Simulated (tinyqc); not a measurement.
Capacitance measurement on a leaky thin oxide: effects of series resistance and leakage: one step of the calculation.

The device is a capacitance C in parallel with a leakage conductance G, in series with Rs and Ls. An impedance meter reports either a parallel pair (Cp, Gp) from Y = 1/Z = Gp + i w Cp or a series pair (Cs, Rm) from Z = Rm + 1/(i w Cs); w = 2 pi f, dissipation D = Gp/(w |Cp|).

Question. What the meter reports. Z = Rs + i w Ls + 1/(G + i w C).

Parameters, values chosen for the exercise; values of the order met in thin-oxide MOS capacitors: series resistance Rs = 130 ohm; series inductance Ls = 0 nH; measuring frequency f = 1e6 Hz.

C = 50.190890 pF
G = 8.0645161 uS

Give: Z; Cp; Gp; Cs; D.

Answer.

Z = (0.211-3.169i) x 1e3 ohm
Cp = 50.00 pF
Gp = 20.92 uS
Cs = 50.22 pF
D = 0.06660

Cp is 0.38 % below C and Cs is 0.065 % above it; G Rs = 0.00105, w C Rs = 0.0410 and G/(w C) = 0.0256.

tinyqc, about 0.01 s, one thread, Intel Xeon 2.30GHz (shared host): `OMP_NUM_THREADS=1 python tinyqc.py 2022130 2022131 out.jsonl`
